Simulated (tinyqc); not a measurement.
# MOSFET in the linear regime without short-channel effects, parameter extraction from computed curves: extraction methods against the temperature

Inversion charge Q = Cox n Vt W0(exp((Vg - VT)/(n Vt))), W0 the Lambert function and n = nf; u = Q/Cox; mobility mu = mu0/(1 + th1 u + th2 u^2); channel resistance Rch = (L - dL)/(W mu Q); Id = Vd/(Rch + Rsd/W). Cox = eps0 eox/tox. Small Vd, no channel-length or drain effects.

From the continuous curve Id(Vg): tangent at peak gm (V_ext = Vg - Id/gm); constant current Id = 0.1 uA W/L; peak of d2Id/dVg2; Y = Id/sqrt(gm) drawn through Vg = VT + 0.6 and VT + 0.8 V, with intercept VT_Y and slope s. Mobilities gm,max L/(W Cox Vd) and s^2 L/(W Cox Vd) with the drawn L. Last column: share of Rsd/W in the total resistance at VT + 0.8 V.

Parameters, values chosen for the exercise; channel values of the order met in silicon transistors:
```
symbol,value,unit,meaning
eox,8.92,,relative permittivity of the gate insulator (close to aluminium oxide)
tox,9.8,nm,insulator thickness
mu0,260,cm^2/(V s),low-field mobility
th1,0.29,1/V,first mobility attenuation factor
th2,0,1/V^2,second mobility attenuation factor
VT,0.48,V,threshold voltage
nf,1.4,,body factor
W,1,um,gate width
L,0.084,um,drawn gate length
dL,0.013,um,drawn less effective length
Rsd,300,ohm um,source plus drain resistance
Vd,0.02,V,drain voltage
```

Constants: q = 1.602176634e-19 C, kB = 1.380649e-23 J/K, Vt = kB T/q, eps0 = 8.8541878128e-14 F/cm where lengths are in cm. Results are converted to the units shown.

Result of one run:

| T (K) | V_ext (V) | constant current (V) | second derivative (V) | VT_Y (V) | mobility from gm (cm^2/(V s)) | mobility from Y (cm^2/(V s)) | series share (%) |
|---|---|---|---|---|---|---|---|
| 370 | 0.456 | 0.466 | 0.459 | 0.526 | 172 | 266 | 33.4 |

What becomes of these results when the temperature T is changed from 370 to 220 K, all else the same?

Result of the changed run:

| T (K) | V_ext (V) | constant current (V) | second derivative (V) | VT_Y (V) | mobility from gm (cm^2/(V s)) | mobility from Y (cm^2/(V s)) | series share (%) |
|---|---|---|---|---|---|---|---|
| 220 | 0.474 | 0.494 | 0.470 | 0.523 | 195 | 283 | 34.3 |

The whole series:

| T (K) | V_ext (V) | constant current (V) | second derivative (V) | VT_Y (V) | mobility from gm (cm^2/(V s)) | mobility from Y (cm^2/(V s)) | series share (%) |
|---|---|---|---|---|---|---|---|
| 77 | 0.483 | 0.508 | 0.477 | 0.505 | 232 | 299 | 35.5 |
| 110 | 0.482 | 0.507 | 0.476 | 0.511 | 221 | 295 | 35.2 |
| 150 | 0.480 | 0.503 | 0.474 | 0.517 | 210 | 291 | 34.9 |
| 220 | 0.474 | 0.494 | 0.470 | 0.523 | 195 | 283 | 34.3 |
| 300 | 0.465 | 0.480 | 0.465 | 0.526 | 182 | 274 | 33.8 |
| 370 | 0.456 | 0.466 | 0.459 | 0.526 | 172 | 266 | 33.4 |
| 450 | 0.445 | 0.448 | 0.452 | 0.524 | 163 | 257 | 33.0 |

The model has VT = 0.48 V and mu0 = 260 cm^2/(V s). Over the table the extracted thresholds move by 38 mV (tangent), 60 mV (constant current), 25 mV (second derivative), 21 mV (Y function). The mobility from gm falls from 232 to 163 and that from Y falls from 299 to 257 cm^2/(V s).

Numbers from tinyqc (`OMP_NUM_THREADS=1 python tinyqc.py 2210043 2210044 out.jsonl`; about 0.01 s on one thread of a shared Intel Xeon 2.30GHz).
